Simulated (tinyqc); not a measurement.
Worked calculation: CIS and TDHF on RHF in the sto-6g basis, frozen core, for BeH2, spin multiplicity 1. One step of it, computed by the program tinyqc.

Question. TDHF (RPA) triplet states. B(ia,jb) = - (ib|ja); the squared energies are the eigenvalues of (A - B)(A + B); 1 hartree = 27.211386 eV.

CIS matrix A, triplet (hartree), order 2>4, 2>5, 2>6, 2>7, 3>4, 3>5, 3>6, 3>7:
```
[[0.281862, 0.000000, -0.002451, 0.000000, 0.000000, 0.000000, 0.000000, 0.027142],
 [0.000000, 0.284937, 0.000000, 0.000000, 0.000000, 0.000000, 0.000000, 0.000000],
 [-0.002451, 0.000000, 0.445818, 0.000000, 0.000000, 0.000000, 0.000000, -0.138297],
 [0.000000, 0.000000, 0.000000, 0.785160, 0.027142, 0.000000, -0.138297, 0.000000],
 [0.000000, 0.000000, 0.000000, 0.027142, 0.255247, 0.000000, 0.003823, 0.000000],
 [0.000000, 0.000000, 0.000000, 0.000000, 0.000000, 0.259881, 0.000000, 0.000000],
 [0.000000, 0.000000, 0.000000, -0.138297, 0.003823, 0.000000, 0.396309, 0.000000],
 [0.027142, 0.000000, -0.138297, 0.000000, 0.000000, 0.000000, 0.000000, 0.727451]]
```

Two-electron integrals over orbitals (pq|rs), unique and non-zero (hartree); the lowest 1 orbital is frozen and left out:
```
(22|22) 0.383018    (32|32) 0.161549    (33|22) 0.395268    (33|33) 0.418125
(42|22) 0.009252    (42|33) 0.010322    (42|42) 0.047637    (43|32) 0.013459
(43|43) 0.014908    (44|22) 0.355979    (44|33) 0.341965    (44|42) -0.026988
(44|44) 0.453324    (52|52) 0.047326    (53|53) 0.013142    (54|52) -0.009202
(54|54) 0.025700    (55|22) 0.357933    (55|33) 0.342360    (55|42) -0.009736
(55|44) 0.400494    (55|55) 0.450117    (62|22) -0.016808   (62|33) -0.041297
(62|42) -0.004363   (62|44) 0.057185    (62|55) 0.062646    (62|62) 0.081409
(63|32) -0.091381   (63|43) -0.011150   (63|63) 0.083212    (64|22) 0.002451
(64|33) -0.003823   (64|42) 0.039742    (64|44) -0.003635   (64|55) 0.007067
(64|62) 0.021445    (64|64) 0.045037    (65|52) 0.046004    (65|54) -0.006083
(65|65) 0.049349    (66|22) 0.386347    (66|33) 0.395229    (66|42) 0.024473
(66|44) 0.354254    (66|55) 0.361136    (66|62) -0.021704   (66|64) 0.015383
(66|66) 0.409139    (72|32) -0.042034   (72|43) -0.011666   (72|63) 0.061557
(72|72) 0.057717    (73|22) -0.002642   (73|33) -0.018977   (73|42) -0.016363
(73|44) 0.066128    (73|55) 0.066738    (73|62) 0.075678    (73|64) 0.009820
(73|66) -0.020400   (73|73) 0.086209    (74|32) -0.027142   (74|43) 0.011209
(74|63) 0.016329    (74|72) 0.004688    (74|74) 0.021740    (75|53) 0.013415
(75|75) 0.016797    (76|32) 0.138297    (76|43) 0.014670    (76|63) -0.088942
(76|72) -0.050077   (76|74) -0.022952   (76|76) 0.132497    (77|22) 0.409110
(77|33) 0.426191    (77|42) 0.001976    (77|44) 0.383140    (77|55) 0.381756
(77|62) -0.023519   (77|64) -0.005999   (77|66) 0.418284    (77|73) -0.000610
(77|77) 0.464238
```

Give: TDHF matrix B, triplet; squared energies w^2; TDHF energies from the positive w^2.

Answer.

TDHF matrix B, triplet (hartree), order 2>4, 2>5, 2>6, 2>7, 3>4, 3>5, 3>6, 3>7:
```
[[-0.048, 0.000, 0.004, 0.000, 0.000, 0.000, 0.000, 0.012],
 [0.000, -0.047, 0.000, 0.000, 0.000, 0.000, 0.000, 0.000],
 [0.004, 0.000, -0.081, 0.000, 0.000, 0.000, 0.000, -0.062],
 [0.000, 0.000, 0.000, -0.058, 0.016, 0.000, -0.076, 0.000],
 [0.000, 0.000, 0.000, 0.016, -0.015, 0.000, 0.011, 0.000],
 [0.000, 0.000, 0.000, 0.000, 0.000, -0.013, 0.000, 0.000],
 [0.000, 0.000, 0.000, -0.076, 0.011, 0.000, -0.083, 0.000],
 [0.012, 0.000, -0.062, 0.000, 0.000, 0.000, 0.000, -0.086]]
```

squared energies w^2 (hartree^2): [0.062, 0.067, 0.075, 0.079, 0.109, 0.135, 0.612, 0.685]

TDHF energies from the positive w^2 (eV): [6.778, 7.063, 7.469, 7.646, 8.964, 10.006, 21.294, 22.524]
